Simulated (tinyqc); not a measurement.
Effective-mass impurity with a central-cell term, in a basis of Slater functions: one step, computed by the program tinyqc. Command: `OMP_NUM_THREADS=1 python tinyqc.py 3030120 3030121 out.jsonl centralcell walk`. One thread of a shared host (Intel(R) Xeon(R) Processor @ 2.30GHz), about 0.01 s of CPU time with the checks.

The envelope obeys H = -nabla^2 - (2/r) [Z + A exp(-kappa r)] in effective units, with kappa = a*/lambda; positive A deepens the well near the core.

Problem. Generalised eigenproblem. (T + V + W) c = E S c with c^T S c = 1 and the largest component positive.

Impurity: donor, one isotropic band.

kinetic T (Ry*):
```
           1          2         3          4
1       0.25  0.4871393     0.486  0.3451162
2  0.4871393       2.25  4.384254      4.374
3      0.486   4.384254     20.25   39.45828
4  0.3451162      4.374  39.45828     182.25
```

Coulomb V (Ry*):
```
            1          2          3           4
1          -1  -1.299038      -1.08  -0.7157965
2   -1.299038         -3  -3.897114       -3.24
3       -1.08  -3.897114         -9   -11.69134
4  -0.7157965      -3.24  -11.69134         -27
```

central cell W (Ry*):
```
             1            2           3           4
1  -0.01119716  -0.05491173  -0.2421362  -0.8230659
2  -0.05491173   -0.2697297   -1.194600   -4.100700
3   -0.2421362    -1.194600   -5.353675   -18.87818
4   -0.8230659    -4.100700   -18.87818   -70.90350
```

overlap S:
```
          1         2         3         4
1  1.000000  0.649519  0.216000  0.051128
2  0.649519  1.000000  0.649519  0.216000
3  0.216000  0.649519  1.000000  0.649519
4  0.051128  0.216000  0.649519  1.000000
```

Give: two lowest levels; coefficients of the lowest state; <T>; <W>.

Solution.

two lowest levels (Ry*): -1.166  -0.128

coefficients of the lowest state: 0.2701  0.8132  -0.0279  0.0325

<T> = 1.889 Ry*

<W> = -0.4221 Ry*
